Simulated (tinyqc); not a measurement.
# Worked calculation: hot electrons in a saturated n-channel MOSFET, lucky-electron model

Program tinyqc, `OMP_NUM_THREADS=1 python tinyqc.py 2550131 2550132 out.jsonl`; Intel Xeon 2.30GHz, shared host, one thread, about 0.01 s. Printed values are rounded.

Beyond pinch-off the lateral field grows as Esat cosh(y/l) over the velocity-saturated region (pseudo-two-dimensional model). Impact ionisation in this region gives the substrate current, which biases the body forward through Rsub. Currents are per width. Local-field laws: they overstate ionisation when the field peak is narrower than an energy relaxation length.

Inputs (values chosen for the exercise); values close to those of silicon n-channel devices: channel length L = 0.25 um; oxide thickness tox = 5.5 nm; junction depth xj = 72 nm; threshold VT = 0.79 V; effective mobility mu = 400 cm^2/(V s); saturation velocity vs = 8.8e6 cm/s; ionisation prefactor Ai = 2e6 1/cm; ionisation field Bi = 1.79 MV/cm; resistance of the lightly doped drain Rd = 400 ohm um; substrate resistance Rsub = 2900 ohm um; fall of VT per volt of forward body bias kb = 0.27; hot-electron mean free path lm = 8.7 nm; oxide barrier pb = 3.2 V; prefactor of the gate current Cg = 0.0033; lifetime exponent m = 3.1; lifetime constant Hl = 2100 s uA/um; drain voltage Vd = 2 V; gate voltage Vg = 1.4 V.

Constants: eps0 = 8.8541878128e-14 F/cm where lengths are in cm. Results are converted to the units shown.

## Length and field scales

Cox = 3.9 eps0/tox, l = sqrt(3 tox xj), Esat = 2 vs/mu.

Cox = 0.627842 uF/cm^2
l = 34.4674 nm
Esat = 0.044 MV/cm
Esat L = 1.1 V

## Iteration 1: body bias from the substrate current

Vb at the start = 0 V

Cox = 3.9 eps0/tox. Overdrive g = Vg - VT + kb Vb; Vdsat = g Esat L/(g + Esat L); Id = Cox vs (g - Vdsat); dV = Vd - Id Rd - Vdsat; Em = sqrt((dV/l)^2 + Esat^2); Isub = Id (Ai/Bi) l Em exp(-Bi/Em). Vb(new) = Rsub Isub.

Vdsat = 0.392398 V
Id = 120.226 uA/um
dV = 1.55951 V
Em = 0.454595 MV/cm
Isub = 4.10337 uA/um
Vb after iteration 1 = 0.0118998 V

## Iteration 2: body bias from the substrate current

As before.

Vdsat = 0.393725 V
Id = 121.268 uA/um
dV = 1.55777 V
Em = 0.454091 MV/cm
Isub = 4.11633 uA/um
Vb after iteration 2 = 0.0119374 V

## Course of the iteration: body bias from the substrate current

Stop when Vb changes by less than 1e-9 V, or after 60 iterations.

Course of the iteration:
```
iteration	Vb (V)	|change| (V)
1	0.0118998	0.0119
2	0.0119374	3.76e-5
3	0.0119375	1.18e-7
4	0.0119375	3.71e-10
```

Converged in 4 iterations. At the end each change is about 0.0031 times the one before: linear convergence.

## Gate current, lifetime and channel shortening

Id = 121.271 uA/um
dV = 1.55776 V
Em = 0.454090 MV/cm
Isub = 4.11637 uA/um

Ig = Cg Id exp(-pb/(lm Em)); lifetime tau = (Hl/Id)(Isub/Id)^(-m); length of the saturated region dL = l ln[(dV/l + Em)/Esat]. 1 year = 3.15576e7 s.

Isub/Id = 0.0339436
Ig = 121.465 pA/um
tau = 0.0196793 years
dL = 104.260 nm

The lifetime misses ten years. Integrating Ai exp(-Bi/E) over the cosh profile gives Isub/Id = 0.0282, so the closed form is 21 % above it.
